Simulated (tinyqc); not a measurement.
Inside a calculation. Method: RKS/BLYP in the sto-3g basis, for H3-, spin multiplicity 1. The basis has no diffuse functions, so it cannot describe the extra electron: this is an exercise in the method, not the real anion. Computed by tinyqc, a small Python program that keeps every step (integrals from PySCF). Settings: charge = -1, multiplicity = 1, basis = sto-3g, energy threshold = 1e-08, iteration cap = 68, orthogonalisation = symmetric, start = Wolfsberg-Helmholz matrix, DIIS depth = 0, damping = 0.5, method = RKS, functional = blyp, grid = [20, 26]. Command: `OMP_NUM_THREADS=1 python tinyqc.py 25286 25287 out.jsonl` (the two numbers bound the seeds that draw the settings). One thread of a shared host (Intel(R) Xeon(R) Processor @ 2.60GHz), about 0.4 s of CPU time with the checks. Later iterations appear only in the table of the cycle.

## One-electron integrals

Geometry (angstrom):
```
atom         x         y          z
H     0.000000  0.000000   0.000000
H     0.000000  0.000000   1.089000
H     0.000000  0.797000  -0.813000
```

Basis sto-3g: exponents (1/bohr^2) and contraction coefficients of normalised primitives:
```
element  l (shell)  exponent  coefficient
H            s (1)  3.425251     0.154329
H            s (1)  0.623914     0.535328
H            s (1)  0.168855     0.444635
```

Overlap, kinetic and nuclear-attraction integrals over the contracted functions; the nuclear repulsion is the sum of Za Zb / Rab.

nuclear repulsion = 1.20733611 hartree

overlap S, lower triangle:
```
          1H 1s     2H 1s     3H 1s
1H 1s  1.000000
2H 1s  0.445640  1.000000
3H 1s  0.418821  0.107547  1.000000
```

kinetic energy T (hartree), lower triangle:
```
          1H 1s      2H 1s     3H 1s
1H 1s  0.760032
2H 1s  0.081543   0.760032
3H 1s  0.067663  -0.010737  0.760032
```

nuclear attraction V (hartree), lower triangle:
```
           1H 1s      2H 1s      3H 1s
1H 1s  -2.158550
2H 1s  -0.835327  -1.958557
3H 1s  -0.773563  -0.184497  -1.939676
```

core Hamiltonian H = T + V (hartree), lower triangle:
```
           1H 1s      2H 1s      3H 1s
1H 1s  -1.398518
2H 1s  -0.753784  -1.198525
3H 1s  -0.705900  -0.195234  -1.179644
```

## Two-electron integrals

Functions are numbered as in S; the eight-fold symmetry (ij|kl) = (ji|kl) = (kl|ij) leaves the list below.

Two-electron integrals (ij|kl) in chemists' order, unique and non-zero (hartree):
```
(11|11) 0.774606   (21|11) 0.270130   (21|21) 0.124367   (22|11) 0.450026
(22|21) 0.270130   (22|22) 0.774606   (31|11) 0.250042   (31|21) 0.084631
(31|22) 0.141609   (31|31) 0.108495   (32|11) 0.059199   (32|21) 0.024628
(32|22) 0.049573   (32|31) 0.023194   (32|32) 0.005906   (33|11) 0.435305
(33|21) 0.148271   (33|22) 0.255917   (33|31) 0.250042   (33|32) 0.049573
(33|33) 0.774606
```

## Orthogonalisation

S = U s U^T; symmetric (Loewdin) form X = U s^(-1/2) U^T, so that X^T S X = 1.

eigenvalues of S: 0.439715  0.892673  1.667612

X, lower triangle:
```
           1H 1s     2H 1s     3H 1s
1H 1s   1.173251
2H 1s  -0.267690  1.089702
3H 1s  -0.248727  0.025030  1.077879
```

## Starting guess

The start is the generalised Wolfsberg-Helmholz matrix (K = 1.75) built on H; D = 2 C_occ C_occ^T.

D at the start, lower triangle:
```
          1H 1s      2H 1s     3H 1s
1H 1s  0.749233
2H 1s  0.440421   1.299542
3H 1s  0.400076  -0.882165  1.413317
```

## Iteration 1: exchange-correlation on the grid

Becke grid with 20 radial and 26 angular points per atom, points of zero weight dropped. rho = sum D_ij phi_i phi_j; V_xc,ij = sum w v_xc phi_i phi_j plus the gradient terms; v_xc is d(rho eps)/d rho at fixed gradient.

The 16 grid points with the largest w rho, of 1538 (bohr, atomic units):
```
x                  y          z         w       rho  |grad rho|^2     eps_xc       v_xc
0.000000    0.275902  -1.536347  0.223559  0.064531      0.012491  -0.352522  -0.414352
0.000000    0.577155  -1.536347  0.129674  0.108384      0.044326  -0.414093  -0.489055
0.000000    1.506112  -0.306137  0.216738  0.063378      0.012117  -0.350820  -0.411873
0.000000    1.506112  -0.607391  0.128868  0.106511      0.043936  -0.412604  -0.486022
1.230210    1.506112  -1.536347  0.299815  0.045483      0.010794  -0.332046  -0.368716
-1.230210   1.506112  -1.536347  0.299815  0.045483      0.010794  -0.332046  -0.368716
0.000000   -1.230210   2.057912  0.299551  0.044021      0.009856  -0.328432  -0.364925
0.000000    1.230210   0.000000  0.234050  0.055631      0.007372  -0.333706  -0.396275
1.230210    0.000000   2.057912  0.299551  0.043421      0.009717  -0.327559  -0.363406
-1.230210   0.000000   2.057912  0.299551  0.043421      0.009717  -0.327559  -0.363406
0.000000    0.000000   1.128955  0.092364  0.140770      0.013483  -0.426171  -0.548057
0.000000    1.506112  -2.766557  0.300947  0.043113      0.010123  -0.328411  -0.362799
0.000000    2.736322  -1.536347  0.300947  0.042715      0.009994  -0.327743  -0.361789
-0.928957   1.506112  -1.536347  0.140168  0.090658      0.046141  -0.403502  -0.458512
0.928957    1.506112  -1.536347  0.140168  0.090658      0.046141  -0.403502  -0.458512
0.000000    1.230210   2.057912  0.299551  0.042325      0.009561  -0.326228  -0.360661
```

electrons on the grid, sum of w rho = 4.005443

E_xc = sum of w rho eps_xc = -1.49645639 hartree

V_xc (hartree), lower triangle:
```
           1H 1s      2H 1s      3H 1s
1H 1s  -0.467106
2H 1s  -0.193384  -0.485408
3H 1s  -0.179799  -0.041794  -0.490705
```

## Iteration 1: building the Kohn-Sham matrix

J_ij = sum D_kl (ij|kl); F = H + J + V_xc; E = tr D H + tr D J / 2 + E_xc + E_nn.

Coulomb J (hartree), lower triangle:
```
          1H 1s     2H 1s     3H 1s
1H 1s  2.113979
2H 1s  0.896803  1.969287
3H 1s  0.845192  0.208671  1.996695
```

Kohn-Sham matrix F (hartree), lower triangle:
```
           1H 1s      2H 1s     3H 1s
1H 1s   0.248355
2H 1s  -0.050365   0.285353
3H 1s  -0.040507  -0.028357  0.326346
```

total energy of this density = -1.41448752 hartree

This density is the starting one.

## Iteration 1: diagonalisation and new density

Diagonalise F' = X^T F X, C = X C', fill 2 alpha and 2 beta electrons from the bottom; D = 2 C_occ C_occ^T; the new density keeps 0.5 of the old one (damping). Each column has its largest component positive (the first on a tie).

F' = X^T F X (hartree), lower triangle:
```
           1         2         3
1   0.434003
2  -0.227281  0.385223
3  -0.212086  0.025726  0.415517
```

orbital energies (hartree): MO1 0.118037, MO2 0.375928, MO3 0.740778

coefficients C:
```
            MO1        MO2        MO3
1H 1s  0.561708   0.062532   1.091153
2H 1s  0.425767  -0.730433  -0.738189
3H 1s  0.326439   0.763709  -0.731096
```

D after iteration 1, lower triangle:
```
          1H 1s      2H 1s     3H 1s
1H 1s  0.694043
2H 1s  0.413692   1.364582
3H 1s  0.431157  -0.859934  1.396473
```

## Iteration 2: exchange-correlation on the grid

As before.

The 16 grid points with the largest w rho, of 1538 (bohr, atomic units):
```
x                  y          z         w       rho  |grad rho|^2     eps_xc       v_xc
0.000000    0.275902  -1.536347  0.223559  0.064552      0.012549  -0.352633  -0.414368
0.000000    0.577155  -1.536347  0.129674  0.108412      0.044129  -0.414014  -0.489145
0.000000    1.506112  -0.306137  0.216738  0.063440      0.012180  -0.350983  -0.411984
0.000000    1.506112  -0.607391  0.128868  0.106609      0.043759  -0.412581  -0.486223
0.000000   -1.230210   2.057912  0.299551  0.045496      0.010602  -0.331578  -0.368707
-1.230210   1.506112  -1.536347  0.299815  0.045329      0.010690  -0.331665  -0.368322
1.230210    1.506112  -1.536347  0.299815  0.045329      0.010690  -0.331665  -0.368322
1.230210    0.000000   2.057912  0.299551  0.044919      0.010463  -0.330757  -0.367273
-1.230210   0.000000   2.057912  0.299551  0.044919      0.010463  -0.330757  -0.367273
0.000000    1.230210   2.057912  0.299551  0.043866      0.010307  -0.329502  -0.364679
0.000000    0.000000   1.128955  0.092364  0.140490      0.016805  -0.427229  -0.546391
0.000000    1.506112  -2.766557  0.300947  0.042789      0.009967  -0.327729  -0.361954
0.000000    1.230210   0.000000  0.234050  0.054958      0.007107  -0.332329  -0.394781
0.000000    2.736322  -1.536347  0.300947  0.042403      0.009843  -0.327079  -0.360972
0.928957    1.506112  -1.536347  0.140168  0.090248      0.045573  -0.402901  -0.457861
-0.928957   1.506112  -1.536347  0.140168  0.090248      0.045573  -0.402901  -0.457861
```

electrons on the grid, sum of w rho = 4.005461

E_xc = sum of w rho eps_xc = -1.49695109 hartree

V_xc (hartree), lower triangle:
```
           1H 1s      2H 1s      3H 1s
1H 1s  -0.461913
2H 1s  -0.193039  -0.489725
3H 1s  -0.178971  -0.041724  -0.489960
```

## Iteration 2: building the Kohn-Sham matrix

As before.

Coulomb J (hartree), lower triangle:
```
          1H 1s     2H 1s     3H 1s
1H 1s  2.096901
2H 1s  0.896674  1.987086
3H 1s  0.839642  0.208181  1.986089
```

Kohn-Sham matrix F (hartree), lower triangle:
```
           1H 1s      2H 1s     3H 1s
1H 1s   0.236470
2H 1s  -0.050149   0.298835
3H 1s  -0.045229  -0.028777  0.316486
```

total energy of this density = -1.41553054 hartree

This density is a damped mixture and is not idempotent.

## Iteration 2: diagonalisation and new density

As before.

F' = X^T F X (hartree), lower triangle:
```
           1         2         3
1   0.420564
2  -0.227465  0.400288
3  -0.212183  0.025876  0.405841
```

orbital energies (hartree): MO1 0.113493, MO2 0.377453, MO3 0.735747

coefficients C:
```
            MO1        MO2        MO3
1H 1s  0.578199   0.017577   1.084167
2H 1s  0.390068  -0.727243  -0.760722
3H 1s  0.342973   0.768864  -0.718007
```

D after iteration 2, lower triangle:
```
          1H 1s      2H 1s     3H 1s
1H 1s  0.681645
2H 1s  0.419600   1.363326
3H 1s  0.427400  -0.855336  1.407019
```

## Iteration 19 (converged): orbitals

converged F (hartree), lower triangle:
```
           1H 1s      2H 1s     3H 1s
1H 1s   0.233254
2H 1s  -0.051118   0.297896
3H 1s  -0.045550  -0.028886  0.318392
```

Diagonalise F' = X^T F X, C = X C', fill 2 alpha and 2 beta electrons from the bottom; D = 2 C_occ C_occ^T. Each column has its largest component positive (the first on a tie).

F' = X^T F X (hartree), lower triangle:
```
           1         2         3
1   0.416970
2  -0.227501  0.399507
3  -0.212236  0.025923  0.408034
```

orbital energies (hartree): MO1 0.111896, MO2 0.378221, MO3 0.734394

coefficients C:
```
            MO1        MO2        MO3
1H 1s  0.581807   0.023118   1.082131
2H 1s  0.390165  -0.728194  -0.759763
3H 1s  0.337694   0.767857  -0.721578
```

D after iteration 19, lower triangle:
```
          1H 1s      2H 1s     3H 1s
1H 1s  0.678068
2H 1s  0.420333   1.364990
3H 1s  0.428447  -0.854785  1.407282
```

## Convergence

Stop when the energy changes by less than 1e-08 hartree and every element of the error matrix X^T (F D S - S D F) X is below 3e-05.

Course of the cycle:
```
iteration  E (hartree)     change  largest element of the error matrix
1          -1.41448752          -                             5.36e-02
2          -1.41553054  -1.04e-03                             9.73e-03
3          -1.41599458  -4.64e-04                             1.92e-03
4          -1.41622374  -2.29e-04                             3.55e-04
5          -1.41633820  -1.14e-04                             5.97e-05
6          -1.41639543  -5.72e-05                             2.23e-05
7          -1.41642404  -2.86e-05                             9.28e-06
8          -1.41643835  -1.43e-05                             5.00e-06
9          -1.41644550  -7.15e-06                             2.44e-06
10         -1.41644908  -3.58e-06                             1.23e-06
11         -1.41645087  -1.79e-06                             6.13e-07
12         -1.41645176  -8.94e-07                             3.07e-07
13         -1.41645221  -4.47e-07                             1.53e-07
14         -1.41645243  -2.24e-07                             7.68e-08
15         -1.41645254  -1.12e-07                             3.84e-08
16         -1.41645260  -5.59e-08                             1.92e-08
17         -1.41645263  -2.79e-08                             9.59e-09
18         -1.41645264  -1.40e-08                             4.80e-09
19         -1.41645265  -6.99e-09                             2.40e-09
```

PySCF RKS in the same basis, fine grid = -1.41408521 hartree

Converged in 19 iterations. The coarse grid moves the energy by -2.37e-03 hartree.

## Populations, bond orders and dipole

Mulliken: Z minus the diagonal of D S on the atom; Loewdin: the same with S^(1/2) D S^(1/2); Mayer order: 2 sum_s sum (D(s) S)_ij (D(s) S)_ji over the two atoms.

Charges (e):
```
atom   Mulliken    Loewdin
1H    -0.044828  -0.020178
2H    -0.460377  -0.471843
3H    -0.494795  -0.507979
```

Mayer bond orders:
```
pair     order
2-1   0.515433
3-1   0.482558
3-2   0.272620
```

dipole moment about the origin, x y z (debye): 0.000000  -1.894151  -0.475912
